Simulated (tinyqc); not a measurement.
What moves the results: configuration-coordinate model of carrier capture at a defect. A value that a table varies takes the place of the one given here.

Two parabolas of equal curvature k in one coordinate Q: with the carrier free at the band edge, U_f = k Q^2/2; with the carrier trapped, U_t = k (Q - dQ)^2/2 - ET. ER = k dQ^2/2, Huang-Rhys factor S = ER/hw, hw = 0.0646541 sqrt(k/M) eV for k in eV/angstrom^2 and M in u. The curves cross at a height Eb = (ER - ET)^2/(4 ER) above the free minimum.

Multiphonon factor for giving p = ET/hw phonons to the lattice: W = exp(-S (2 nb + 1)) ((nb + 1)/nb)^(p/2) I_p(x), nb = 1/(exp(hw/kT) - 1), x = 2 S sqrt(nb (nb + 1)), I_p the modified Bessel function. Classical limit: W = hw exp(-Eb/kT)/sqrt(4 pi ER kT). At T = 0: exp(-S) S^p/Gamma(p + 1).

Constants: kB = 8.617333262e-05 eV/K.

Values chosen for the exercise (of the size met at a deep level in Si; the results hold for these values, not for the real material): ET = 0.23 eV (thermal depth of the level below the band edge); ER = 0.09 eV (relaxation energy); hw = 0.028 eV (phonon energy of the mode); T = 250 K (temperature).

## Capture against temperature

The local activation energy is -d ln W/d(1/kT), by central differences with T changed by 1 %.

Against T:

| T (K) | kT/hw | log10 W | log10 W, classical | activation energy (eV) |
|---|---|---|---|---|
| 40 | 0.123 | -2.036 | -7.208 | 0.0000 |
| 60 | 0.185 | -2.031 | -5.009 | 0.0004 |
| 80 | 0.246 | -2.015 | -3.929 | 0.0014 |
| 120 | 0.369 | -1.953 | -2.873 | 0.0054 |
| 160 | 0.492 | -1.872 | -2.364 | 0.0104 |
| 220 | 0.677 | -1.755 | -1.966 | 0.0174 |
| 300 | 0.923 | -1.629 | -1.700 | 0.0240 |
| 400 | 1.231 | -1.519 | -1.534 | 0.0278 |
| 550 | 1.693 | -1.423 | -1.416 | 0.0277 |

log10 W at T = 0 = -2.037
Eb = 0.0544 eV

What can be read from the table?

At 40 K log10 W is -2.04, against -2.04 at T = 0 and -7.2 classically; at 550 K the two forms differ by -0.01. The activation energy read from an Arrhenius plot goes from 0.000 eV at 40 K to 0.028 at 550 K, with its largest value 0.028 at 400 K, against Eb = 0.054 eV; the classical form itself gives Eb - kT/2. A measured slope therefore understates the barrier.

## Capture against depth of the level

ET is varied at fixed ER, hw and T, as by moving the band edge with alloying or pressure.

Against ET:

| ET/ER | ET (eV) | Eb (eV) | log10 W | log10 W, classical |
|---|---|---|---|---|
| 0.10 | 0.009 | 0.0182 | -1.071 | -1.114 |
| 0.25 | 0.022 | 0.0127 | -0.964 | -1.001 |
| 0.50 | 0.045 | 0.0056 | -0.839 | -0.860 |
| 0.75 | 0.068 | 0.0014 | -0.777 | -0.775 |
| 1.00 | 0.090 | 0.0000 | -0.770 | -0.746 |
| 1.25 | 0.113 | 0.0014 | -0.815 | -0.775 |
| 1.50 | 0.135 | 0.0056 | -0.905 | -0.860 |
| 2.00 | 0.180 | 0.0225 | -1.207 | -1.200 |
| 3.00 | 0.270 | 0.0900 | -2.204 | -2.561 |

What does this show?

Capture is fastest at ET/ER = 1 among these rows, where the barrier vanishes or nearly so. The classical form is symmetric about ET = ER; the quantum one gives -0.84 at 0.5 and -0.91 at 1.5, against -0.86 for both. At ET = 3 ER it lies 0.4 decades above the classical value: deep levels capture by emitting many phonons, and the rate falls with depth by 11.1 decades per eV between the last two rows. Rows deeper than the gap of the host are formal.

## Phonon side bands at T = 0

Weights exp(-S) S^j/j! of the line with j phonons, S = ER/hw; absorption at ET + j hw, emission at ET - j hw (a dash if negative).

Lines:

| j | weight | absorption (eV) | emission (eV) |
|---|---|---|---|
| 0 | 0.04018 | 0.230 | 0.230 |
| 1 | 0.12916 | 0.258 | 0.202 |
| 2 | 0.20758 | 0.286 | 0.174 |
| 3 | 0.22241 | 0.314 | 0.146 |
| 4 | 0.17872 | 0.342 | 0.118 |
| 5 | 0.11489 | 0.370 | 0.090 |
| 6 | 0.06155 | 0.398 | 0.062 |
| 7 | 0.02826 | 0.426 | 0.034 |
| 8 | 0.01136 | 0.454 | 0.006 |
| 9 | 0.00406 | 0.482 | - |
| 10 | 0.00130 | 0.510 | - |
| 11 | 0.00038 | 0.538 | - |
| 12 | 0.00010 | 0.566 | - |
| 13 | 0.00003 | 0.594 | - |

How do the results move?

The zero-phonon line holds 4.02 % of the band and the largest weight falls on j = 3, next to S = 3.21; the lines listed add to 1.0000.

## What each parameter does

Eb, log10 W and the full width 2.35482 sqrt(ER hw coth(hw/2kT)). Each row changes one parameter from the base and keeps the others.

Results:

| case | Eb (eV) | log10 W | full width (eV) |
|---|---|---|---|
| base | 0.0544 | -1.703 | 0.1564 |
| ET = 0.27 eV | 0.0900 | -2.204 | 0.1564 |
| ER = 0.14 eV | 0.0145 | -1.157 | 0.1950 |
| hw = 0.0336 eV | 0.0544 | -1.588 | 0.1603 |
| T = 280 K | 0.0544 | -1.657 | 0.1635 |

What does this show?

The largest shifts from the base row, up to three for each result and ties (the steps differ in size, so this ranks the rows, not the parameters). Eb (eV): ER -0.0400, ET +0.0356; unchanged at the printed digits by hw and T. log10 W: ER +0.546, ET -0.501, hw +0.115. full width (eV): ER +0.0387, T +0.0071, hw +0.0039; unchanged at the printed digits by ET.

tinyqc: `OMP_NUM_THREADS=1 python tinyqc.py 1451901 1451902 out.jsonl`; about 0.01 s, one thread, shared Intel(R) Xeon(R) Processor @ 2.30GHz.
